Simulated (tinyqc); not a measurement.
## Floating body of a partially depleted SOI transistor: body voltage and kink: transfer curve and swing

Source at 0 V. Channel current Ic = 2 nf K Vt^2 [F(0) - F(Vd)](1 + la Vd), F(V) = ln^2(1 + exp((Vg - VT - nf V)/(2 nf Vt))), VT = VT0 - gb Vb. Saturation voltage Vs = 2 Vt sqrt(F(0)) + 3 Vt, excess Ve = (Vd - Vs + sqrt((Vd - Vs)^2 + 0.0004 V^2))/2, multiplication M1 = Ai Ve exp(-Bl/Ve). Each junction passes D(v) = J1 (exp(v/Vt) - 1) + J2 (exp(v/(2 Vt)) - 1). Bipolar current Ib = bb J1 (exp(Vb/Vt) - 1). The body settles where M1 (Ic + Ib) = D(Vb) + D(Vb - Vd) + Vb/Rb; drain current Id = (1 + M1)(Ic + Ib) - D(Vb - Vd).

Rows with more than one solution for Vb (latch) are left out; dId/dVd by a forward difference over 1e-4 V, swing = 1e-4 V over the change of log10 Id; M1 under 1e-12 is printed as 0.

Inputs (values chosen for the exercise); values of the order met in partially depleted silicon-on-insulator transistors:

| symbol | value | unit | meaning |
|---|---|---|---|
| T | 358 | K | temperature |
| VT0 | 0.43 | V | threshold at zero body voltage |
| gb | 0.17 |  | fall of the threshold per volt of body voltage |
| nf | 1.29 |  | slope factor |
| K | 590 | uA/(V^2 um) | gain factor per width |
| la | 0.05 | 1/V | channel-length modulation factor |
| Ai | 2.74 | 1/V | impact-ionisation prefactor |
| Bl | 8 | V | impact-ionisation voltage |
| J1 | 1.2e-10 | uA/um | diffusion saturation current of each junction |
| J2 | 8.6e-8 | uA/um | recombination saturation current of each junction |
| bb | 3 |  | gain of the lateral bipolar transistor on the diffusion current |
| Rb | 1e9 | kohm um | resistance of a weak body tie to the source (1e9 stands for no tie, and the term is then dropped) |
| Vd | 1 | V | drain voltage |

Constants: q = 1.602176634e-19 C, kB = 1.380649e-23 J/K, Vt = kB T/q. Results are converted to the units shown.

Result of one run:
```
Vg (V),Vb (V),M1,"Id, floating (uA/um)","Id, grounded (uA/um)",ratio,"swing, floating (mV/decade)","swing, grounded (mV/decade)"
-0.02,0.04559,3.684e-4,2.270e-5,1.871e-5,1.214,91.05,92.22
```

What becomes of these results when the gate voltage Vg is changed from -0.02 to 0.38 V, all else the same?

Result of the changed run:
```
Vg (V),Vb (V),M1,"Id, floating (uA/um)","Id, grounded (uA/um)",ratio,"swing, floating (mV/decade)","swing, grounded (mV/decade)"
0.38,0.4291,2.030e-4,1.094,0.2782,3.932,125.6,112.6
```

The whole series:
```
Vg (V),Vb (V),M1,"Id, floating (uA/um)","Id, grounded (uA/um)",ratio,"swing, floating (mV/decade)","swing, grounded (mV/decade)"
-0.02,0.04559,3.684e-4,2.270e-5,1.871e-5,1.214,91.05,92.22
0.08,0.07390,3.658e-4,3.118e-4,2.279e-4,1.368,82.78,92.23
0.18,0.2037,3.536e-4,0.006364,0.002727,2.334,73.46,93.59
0.28,0.3516,3.055e-4,0.1185,0.03043,3.896,88.24,98.27
0.38,0.4291,2.030e-4,1.094,0.2782,3.932,125.6,112.6
0.48,0.4569,9.588e-5,4.861,1.696,2.866,193.4,148.4
0.58,0.4543,3.367e-5,12.89,6.244,2.064,289.0,213.9
0.68,0.4305,9.089e-6,25.29,15.41,1.641,403.3,304.4
0.78,0.3858,1.850e-6,41.56,29.58,1.405,533.2,409.1
```

Vb goes from 0.0456 through a maximum of 0.457 (at Vg = 0.48 V among the rows listed) to 0.386 V. The smallest swing among the rows is 73.5 mV a decade with a floating body (at Vg = 0.18 V) and 92.2 with a grounded one; Vt ln 10 = 71.0. The floating swing is smaller by more than 3 % for Vg = 0.08, 0.18, 0.28 V, where the rising Vb lowers the threshold as Vg rises. In the first row the floating body raises the current by a factor of 1.21.

Range of the model: The multiplication law is an empirical form chosen for the exercise; self-heating and capacitive coupling to the body are left out, and the linear laws are rough once Vb passes about 0.7 V or M1 about 0.1.

Numbers from tinyqc (`OMP_NUM_THREADS=1 python tinyqc.py 2182152 2182153 out.jsonl`; about 0.2 s on one thread of a shared Intel Xeon 2.30GHz).
